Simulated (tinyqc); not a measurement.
Inside a calculation. Model: threshold-voltage variability of a planar MOSFET, analytic estimates.

Program tinyqc, `OMP_NUM_THREADS=1 python tinyqc.py 2090030 2090031 out.jsonl`; Intel Xeon 2.30GHz, shared host, one thread, about 0.01 s. Printed values are rounded.

Three independent sources add in quadrature: random dopants in the depleted layer, metal-gate grains of two orientations, and roughness of the two gate edges acting through the roll-off VT = VT(long) - Vr exp(-L/l). These are first-order estimates: no three-dimensional electrostatics, no percolation.

Values chosen for this exercise; material values close to those of silicon: temperature T = 325 K; band gap Eg = 1.14 eV; relative permittivity of the semiconductor eps_r = 11.6; conduction-band density of states at T Nc = 3.11e19 cm^-3; valence-band density of states at T Nv = 3.02e19 cm^-3; channel doping Na = 2.7e18 cm^-3; oxide-equivalent thickness in inversion ti = 2.3 nm; gate length L = 45 nm; gate width W = 130 nm; metal grain size G = 5 nm; work-function difference of the two grain orientations dW = 0.1 eV; share of the orientation of higher work function p = 0.4; rms roughness of one gate edge De = 1.9 nm; correlation length of the roughness La = 15 nm; decay length of the threshold roll-off l = 7.7 nm; prefactor of the roll-off Vr = 2.4 V; subthreshold factor n = 1.37; gm/I of a matched pair gI = 8 1/V; spread of the gain factor of one device sb = 1.4 %; number of cells Nb = 8388608; wanted yield Y = 0.99.

Constants: q = 1.602176634e-19 C, kB = 1.380649e-23 J/K, Vt = kB T/q, eps0 = 8.8541878128e-14 F/cm where lengths are in cm. Results are converted to the units shown.

## Random dopants

ni = sqrt(Nc Nv) exp(-Eg/(2 Vt)), Eg in volts; Cox = 3.9 eps0/ti; Wd = sqrt(4 eps0 eps_r Vt ln(Na/ni)/(q Na)); dopants: s1 = (q/Cox) sqrt(Na Wd/(3 L W)). The slope A1 = s1 sqrt(L W); mean number of dopants Na L W Wd.

Cox = 1.501362 uF/cm^2
Wd = 21.83398 nm
mean number of dopants = 344.8678
A1 = 1.495935 mV um
s1 = 19.55846 mV

Counting alone, 1/sqrt(N) of the depletion voltage q Na Wd/Cox = 629 mV, would give sqrt(3) times more: dopants deep in the layer act less on the surface.

## Metal grains and edge roughness

Grains: Ng = L W/G^2 (at least 1), s2 = dW sqrt(p (1 - p)/Ng). Edges, with exponential correlation and u = W/La: the mean gate length has sL^2 = 2 De^2 (2/u)[1 - (1 - exp(-u))/u]; s3 = sL (Vr/l) exp(-L/l).

Ng = 234
s2 = 3.202563 mV
sL = 1.214059 nm
dVT/dL = 0.9028922 mV/nm
s3 = 1.096164 mV

## Total spread, mismatch and leakage

s = sqrt(s1^2 + s2^2 + s3^2). For a pair: s(dVT) = sqrt(2) s; current mismatch sqrt(2) sqrt((gI s)^2 + sb^2); input offset = current mismatch/gI. For a Gaussian VT the off current is log-normal with mean/median = exp(s^2/(2 (n Vt)^2)).

s = 19.84922 mV
s(dVT) = 28.07103 mV
current mismatch = 22.54394 %
input offset = 28.17992 mV
mean/median of Ioff = 1.143181

The dopants give 97.1 % of the variance; without them s would be 3.38 mV.

## Iteration 1: margin in standard deviations for the wanted yield

k at the start = 3

Cells fail independently with probability Q(k) = erfc(k/sqrt(2))/2 when the margin is k standard deviations, and Y = exp(-Nb Q(k)). phi = exp(-k^2/2)/sqrt(2 pi). Newton steps on ln Q(k) = ln(-ln(Y)/Nb): k(new) = k + [ln Q - ln(-ln(Y)/Nb)] Q/phi.

Q(k) = 0.001349898
phi = 0.004431848
k after iteration 1 = 7.244407

## Iteration 2: margin in standard deviations for the wanted yield

As before.

Q(k) = 2.171671e-13
phi = 1.602177e-12
k after iteration 2 = 6.076610

## Course of the iteration: margin in standard deviations for the wanted yield

Stop when k changes by less than 1e-9, or after 30 iterations.

Course of the iteration:
```
iteration         k  |change|
1          7.244407      4.24
2          6.076610      1.17
3          5.969299     0.107
4          5.968381   9.17e-4
5          5.968381   6.70e-8
6          5.968381   < 1e-12
```

Converged in 6 iterations. At the end the number of correct digits about doubles with each step. With s(dVT) = 28.1 mV, 5.97 standard deviations are 168 mV.
